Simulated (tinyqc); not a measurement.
## Pinning factor and decay constant from two barriers

Question. phiB = S (phiM - chi) + (1 - S)(Eg - E0) with S = 1/(1 + (1/S0 - 1) exp(-be ti)). Find S0, S at the given thickness and be.

Values chosen for this exercise; semiconductor values close to those of gallium arsenide; interlayer mass of the order of that in aluminium oxide, offset chosen freely:
```
symbol,value,unit,meaning
Eg,1.39,eV,band gap
chi,3.96,eV,electron affinity
E0,0.5,eV,charge-neutrality level above the valence band
phiM,4.28,eV,metal work function
```

phiB at ti = 0, 0.4 nm (eV): 0.833  0.72256065

Solution. Each barrier gives its S by linear interpolation between the pinned and the unpinned value; the ratio of the two values of 1/S - 1 is exp(be ti).

S0 = 0.100
S = 0.294
be = 3.30 1/nm

Program tinyqc, `OMP_NUM_THREADS=1 python tinyqc.py 2270126 2270127 out.jsonl`; Intel Xeon 2.30GHz, shared host, one thread, about 0.03 s.
